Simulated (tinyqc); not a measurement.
# MOSFET in saturation, small-signal circuit and noise, step by step

Numbers from tinyqc (`OMP_NUM_THREADS=1 python tinyqc.py 2150106 2150107 out.jsonl`; about 0.01 s on one thread of a shared Intel Xeon 2.30GHz). Printed values are rounded.

Bias by the inversion coefficient IC = I/Ispec (charge-based model with velocity saturation; weak inversion below 0.1, strong above 10). Common-source circuit: gm, gds, Cgs, Cgd and Cj at the inner nodes, Rg in series with the gate; quasi-static, no source or drain resistance, no gate-body capacitance, no substrate network, no induced gate noise, so fmax is an upper estimate.

Values chosen for this exercise: temperature T = 350 K; gate length L = 28 nm; total gate width W = 40 um; gate capacitance Cox = 0.78 uF/cm^2; mobility mu = 230 cm^2/(V s); slope factor n = 1.34; velocity-saturation length Ls = 15 nm; ratio gds/gm sg = 0.1; overlap and fringe capacitance per side Cov = 0.33 fF/um; drain junction capacitance Cj = 0.49 fF/um; sheet resistance of the gate Rsh = 10 ohm; finger width Wf = 1 um; gate contact and vertical resistance Rc = 100 ohm um; inversion coefficient IC = 5.8; short-channel excess of the noise factor gw = 0.12; oxide trap density Nt = 1.1e17 cm^-3 eV^-1; tunnelling length into the oxide lt = 0.1 nm; Coulomb scattering coefficient ac = 10000 V s/C; signal frequency f = 5 GHz.

Constants: q = 1.602176634e-19 C, kB = 1.380649e-23 J/K, Vt = kB T/q. Results are converted to the units shown.

## Current, transconductance and gain

Ispec = 2 n mu Cox (W/L) Vt^2, lc = Ls/L, gms = [sqrt((lc IC + 1)^2 + 4 IC) - 1]/[2 + lc (lc IC + 1)], gm = gms Ispec/(n Vt), gds = sg gm.

Ispec = 624.800 uA
I = 3623.84 uA
gms = 1.26897
gm = 19.6176 mS
gds = 1.96176 mS
gm/I = 5.41347 1/V

gm/I is 21.9 % of its weak-inversion limit 1/(n Vt); without velocity saturation (lc = 0) gms would be 1.96.

## Capacitances, gate resistance and cut-off frequencies

qs = [sqrt(1 + 4 IC) - 1]/2, Cgs = Cox W L qs (2 qs + 3)/(3 (qs + 1)^2) + Cov W, Cgd = Cov W, Cd = Cj W, Rg = Rsh (Wf/L)/(12 Nf) + Rc/W with Nf = W/Wf fingers (not rounded) contacted at both ends. fT = gm/(2 pi (Cgs + Cgd)), fmax = fT/(2 sqrt(Rg (gds + 2 pi fT Cgd))).

Cgs = 17.7077 fF
Cgd = 13.2 fF
Cd = 19.6 fF
Rg = 3.24405 ohm
fT = 101.018 GHz
fmax = 275.781 GHz

Overlap and fringe make up 85.4 % of the gate capacitance; fmax is 2.73 times fT.

## Admittance matrix

Inner admittances at w = 2 pi f: y11 = i w (Cgs + Cgd), y12 = -i w Cgd, y21 = gm - i w Cgd, y22 = gds + i w (Cgd + Cd). Invert to Z, add Rg to Z11 and invert back to Y.

inner y (mS):
```
                 1               2
1   0.0000+0.9710i  0.0000-0.4147i
2  19.6176-0.4147i  1.9618+1.0304i
```

Y with Rg (mS):
```
                 1                2
1   0.0031+0.9710i  -0.0013-0.4147i
2  19.6161-0.4765i   1.9624+1.0568i
```

## Current gain and unilateral power gain

|h21| = |Y21/Y11|; U = |Y21 - Y12|^2/(4 [Re Y11 Re Y22 - Re Y12 Re Y21]). Extrapolated at 20 dB a decade: f |h21| and f sqrt(U).

|h21| = 20.2081
U = 3042.22
f |h21| = 101.041 GHz
f sqrt(U) = 275.781 GHz

f |h21| is 0.022 % above the formula for fT, and f sqrt(U) within 0.01 % of that for fmax.

## Noise at the gate

Channel noise Sid = 4 kB T gam n gm with gam = (1/2 + (2/3) qs)/(1 + qs) + gw lc IC, qs = [sqrt(1 + 4 IC) - 1]/2, lc = Ls/L (the last term an empirical rise with velocity saturation); at the gate, white noise Sw = Sid/gm^2 + 4 kB T Rg. Number fluctuation with correlated mobility: S(f) = K/f, K = q^2 Vt lt Nt/(W L Cox^2) (1 + ac mu Cox I/gm)^2, Vt in eV with Nt per eV. Corner fc = K/Sw. Full shot noise would be 2 q I.

gam = 0.983211
Sid = 4.99583e-22 A^2/Hz
Sid/(2 q I) = 0.430228
sqrt(Sw) = 1.16655 nV/Hz^0.5
K = 2.21545e-10 V^2
fc = 162.801 MHz

The gate resistance gives 4.6 % of the white noise power.
